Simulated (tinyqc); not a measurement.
Changing the temperature T: capillary instabilities by surface diffusion: grooving and agglomeration of films, edge retraction, wire break-up and smoothing of roughness. Computed by tinyqc, a small Python program. Command: `OMP_NUM_THREADS=1 python tinyqc.py 3028309 3028310 out.jsonl dewet sweep`. One thread of a shared host (Intel(R) Xeon(R) Processor @ 2.30GHz), about 0.01 s of CPU time with the checks.

Isotropic surface energy; shapes change by surface diffusion alone.

Inputs (values chosen for the exercise, for a model film):

| quantity | value | unit |
|---|---|---|
| surface energy gamma_s | 1.17 | J/m^2 |
| grain-boundary energy gamma_b | 0.36 | J/m^2 |
| contact angle on the substrate theta | 70 | degrees |
| atomic volume Omega | 20 | angstrom^3 |
| surface sites nu | 12 | 1/nm^2 |
| prefactor D0 | 0.00086 | m^2/s |
| activation energy Q | 2.06 | eV |
| time t | 76 | s |
| film thickness h | 10 | nm |
| grain radius R | 33 | nm |
| wire radius r | 29 | nm |
| initial ripple over radius | 0.05 | - |

Grooves: at the surface only.

Constants: k_B = 8.617333262e-05 eV/K; k_B = 1.380649e-23 J/K.

Method:
- B = D_s nu gamma_s Omega^2/(k_B T), D_s = D0 exp(-Q/(k_B T)).
- Groove angle beta: sin(beta) = gamma_b/(2 gamma). For circular grains of radius R with spherical caps the groove ends (measured from the mean surface) at the depth R g(beta), g = (2 - 3 cos beta + cos^3 beta)/(3 sin^3 beta). The film parts if R g(beta_s) > h.
- Mullins' isolated groove: depth below the flat surface d = 0.780 m (B t)^(1/4), m = tan(beta_s), width between the ridges 4.6 (B t)^(1/4); time to reach h: (h/(0.780 m))^4/B.
- A rim shaped as a circular segment with contact angle theta holds the area h x; its radius r obeys r^2 (theta - sin theta cos theta) = h x. To advance, the edge must carry a strip of the rim height H = r (1 - cos theta) over the rim, driven by the curvature 1/r over the distance r theta (the scaling argument of Brandon and Bradshaw): H dx/dt = B/(theta r^2) gives x^(5/2) = (5/2) B t c^(3/2)/(theta (1 - cos theta) h^(3/2)), c = theta - sin theta cos theta.
- A wire with r + A cos(k z) has dA/dt = (B/r^4) (kr)^2 [1 - (kr)^2] A: unstable for wavelengths above 2 pi r, fastest at kr = 1/sqrt 2 with the rate B/(4 r^4); break-up time about (4 r^4/B) ln(r/A0); each wavelength makes a sphere of radius (3 r^2 lambda_m/4)^(1/3).

One run for each value:

| temperature T (K) | retraction x (nm) | groove depth (nm) | break-up time (s) | B (nm^4/s) |
|---|---|---|---|---|
| 865 | 23 | 1.61 | 2.107e+04 | 4.023e+02 |
| 926 | 47 | 2.49 | 3.652e+03 | 2.321e+03 |
| 1050 | 150 | 5.17 | 1.964e+02 | 4.316e+04 |
| 1110 | 240 | 6.93 | 6.064e+01 | 1.398e+05 |
| 1170 | 366 | 9.02 | 2.118e+01 | 4.001e+05 |
| 1230 | 534 | 11.43 | 8.219e+00 | 1.031e+06 |
| 1290 | 752 | 14.15 | 3.491e+00 | 2.428e+06 |
| 1350 | 1026 | 17.19 | 1.603e+00 | 5.287e+06 |

Give the missing row, temperature T (K) = 986.

Computed row:
```
temperature T (K)  retraction x (nm)  groove depth (nm)  break-up time (s)  B (nm^4/s)
986                               85               3.63          8.082e+02   1.049e+04
```

Interpolating between the two neighbouring rows (linearly) misses most in break-up time (s), by 140 %. Over the rows, retraction x (nm) rises from 23.1 to 1030 (exponent d ln y / d ln x 10 between the first rows and 6.8 between the last); groove depth (nm) rises from 1.61 to 17.2 (exponent d ln y / d ln x 6.4 between the first rows and 4.3 between the last); break-up time (s) falls from 21100 to 1.60 (exponent d ln y / d ln x -26 between the first rows and -17 between the last). Times carry the energy Q, but lengths at fixed time only Q/4 (grooves) and 2Q/5 (edges): 0.515 and 0.824 eV.

Caution (rows 865, 926): the rim is not yet high against the film, as the scaling law assumes. Caution (all rows): faceting can stabilise wires along low-index directions. Caution (rows 926, 986, 1050, 1110, 1170, 1230, 1290, 1350): the grooves of neighbouring boundaries overlap, so the depth levels off at its final value. Caution (rows 1230, 1290, 1350): this depth exceeds the film thickness, so the isolated-groove formula no longer applies.
